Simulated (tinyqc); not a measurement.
Inside a calculation: donor level screened by free carriers (Yukawa potential). Values are carried at full precision from step to step, so a last printed digit may differ when a step is redone from the rounded ones.

Screening wave number: Debye ks^2 = 4 pi q n/(eps kB T); Thomas-Fermi ks^2 = 6 pi q n/(eps EF) with EF = c (3 pi^2 n/gv)^(2/3)/m, c = hbar^2/2m0; the two are joined by 1/ks^2 = sqrt(1/ks_D^4 + 1/ks_TF^4). 1e18/cm^3 = 1e-6/angstrom^3, q = e^2/(4 pi eps0).

Constants: e^2/(4 pi eps0) = 14.39964547 eV angstrom; kB = 8.617333262e-05 eV/K; hbar^2/2m0 = 3.80998211 eV angstrom^2; Ry = 13.60569312 eV; a0 (Bohr radius) = 0.5291772105 angstrom.

Values chosen for the exercise (near those of a donor in 4H SiC, with one mean mass; shifted at random, so the results belong to these values and not to a real crystal): m = 0.381 m0 (mass); eps = 9.8 (dielectric constant); gv = 3 (valleys); T = 77 K (temperature); n = 0.27 x 1e18/cm^3 (free-carrier density).

## Units and screening length

Give Ry* = Ry m/eps^2, a* = a0 eps/m, EF, the three values of ks, and x = ks a*.

Ry* = 53.975 meV
a* = 13.61 angstrom
EF = 1.92 meV

ks: Debye, Thomas-Fermi, joined (1/angstrom): 0.02741  0.06237  0.02716

x = 0.3697

EF/kB T = 0.29, so the Debye value, the smaller one, controls the screening. n is an outside input: with a bare binding above 3 kB T many donors can hold their electrons at this temperature, the more so the higher n/Nc.

## One-parameter trial function

Potential -(q/(eps r)) exp(-ks r), q = e^2/(4 pi eps0). In units Ry* = Ry m/eps^2 and a* = a0 eps/m the problem is [-Laplacian - 2 exp(-x r)/r] psi = E psi with x = ks a*.

For exp(-z r): E(z) = z^2 - 8 z^3/(2z + x)^2 in Ry*. Scan z = 0.5, 0.6, ..., 1.1, then minimise; first order gives -1 + 2x.

Scan (Ry*):
```
z    kinetic  potential        E
0.5   0.2500    -0.5330  -0.2830
0.6   0.3600    -0.7013  -0.3413
0.7   0.4900    -0.8762  -0.3862
0.8   0.6400    -1.0558  -0.4158
0.9   0.8100    -1.2389  -0.4289
1.0   1.0000    -1.4246  -0.4246
1.1   1.2100    -1.6125  -0.4025
```

best z = 0.926
E = -0.4295 Ry*
binding = 23.18 meV

First order in x would give -0.261 Ry*, a rigid shift by q ks/eps; it overstates the loss of binding by 0.169 Ry*.

## Converged levels

Converged values use 18 functions exp(-z r), z = 1.55^i, i = -11 to 6: S = 2/A^3, H = z_i z_j S - 2/(A + x)^2, A = z_i + z_j.

The 1s and 2s levels and the mean radius.

1s = -0.4307 Ry*
binding = 23.25 meV
<r> = 22.6 angstrom
second root = 0.0000 Ry*

The trial function misses by 0.0012 Ry*. Screening leaves 43 % of the bare binding, 3.50 kB T. 2s is no longer bound (it unbinds at x = 0.310).

## Checks

- 1s at x = 0.5 against the known -0.29623 Ry*: both -0.29623.
- 1s at x = 0 against -1: both -1.00000.

Computed by tinyqc, a small Python program: `OMP_NUM_THREADS=1 python tinyqc.py 1252598 1252599 out.jsonl` (the numbers bound the seed that draws the inputs); one thread of a shared host (Intel(R) Xeon(R) Processor @ 2.30GHz), about 0.01 s for the whole set of steps.
